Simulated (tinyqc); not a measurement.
Resistance of a tapered via with liner, size effect and interface: via resistance against the diameter at the bottom.

A round via whose diameter grows from db at the bottom as D(z) = db + 2 z/tan(ang). The fill, of diameter D - 2 tl, starts above the bottom liner (thickness fb tl) and has rho = rho0 (1 + ks lam/(D - 2 tl)); the sidewall liner conducts in parallel with it. The bottom liner and the interface are crossed over the full area pi db^2/4. Spreading in the lines above and below is left out.

Slices between z0 = fb tl and hv, evaluated at their midpoints: conductance per length pi/4 [(D - 2 tl)^2/rho + (D^2 - (D - 2 tl)^2)/rl], slice resistance = slice height over that. 2000 slices. R_fill = sum of the slices; R_bottom = rl fb tl/(pi db^2/4); R_interface = ri/(pi db^2/4); ballistic (Sharvin) limit 1/(Sb pi (db - 2 tl)^2/4); ideal cylinder rho0 hv/(pi db^2/4).

Inputs (values chosen for the exercise); fill metal close to tungsten: height hv = 39 nm; sidewall angle ang = 86 degrees; bulk resistivity of the fill rho0 = 5.41 uohm cm; mean free path of the fill lam = 15.5 nm; size-effect factor ks = 1; liner on the sidewall tl = 3 nm; liner at the bottom over that on the sidewall fb = 1; resistivity of the liner rl = 290 uohm cm; interface resistivity at the bottom ri = 4.1e-12 ohm cm^2; ballistic conductance per area, about 3/(4 rho0 lam) Sb = 9.1e14 S/m^2.

Via resistance against the diameter at the bottom:

| db (nm) | R_fill (ohm) | R_bottom (ohm) | R_interface (ohm) | R (ohm) | ballistic limit (ohm) | R over ideal cylinder | largest part |
|---|---|---|---|---|---|---|---|
| 8.3 | 371.5 | 160.8 | 7.578 | 539.9 | 264.5 | 13.84 | fill |
| 11 | 120.6 | 91.55 | 4.314 | 216.5 | 55.97 | 9.749 | fill |
| 16 | 32.89 | 43.27 | 2.039 | 78.20 | 13.99 | 7.452 | bottom liner |
| 22 | 12.58 | 22.89 | 1.079 | 36.55 | 5.465 | 6.584 | bottom liner |
| 30 | 5.370 | 12.31 | 0.5800 | 18.26 | 2.429 | 6.117 | bottom liner |
| 42 | 2.279 | 6.280 | 0.2959 | 8.855 | 1.080 | 5.814 | bottom liner |
| 58 | 1.050 | 3.293 | 0.1552 | 4.498 | 0.5174 | 5.633 | bottom liner |
| 80 | 0.5021 | 1.731 | 0.08157 | 2.315 | 0.2555 | 5.514 | bottom liner |

Read the table: what changes, and by how much?

R falls from 540 to 2.31 ohm. The fill is the largest part at db = 8.3, the bottom liner from 16 on. R goes as db^(-3.25) between the first two rows and db^(-2.07) between the last two; area alone gives -2. For db = 8.3, 80 the ballistic limit exceeds half of R_fill, so the diffusive model understates R.

Numbers from tinyqc (`OMP_NUM_THREADS=1 python tinyqc.py 2750113 2750114 out.jsonl`; about 0.01 s on one thread of a shared Intel Xeon 2.30GHz).
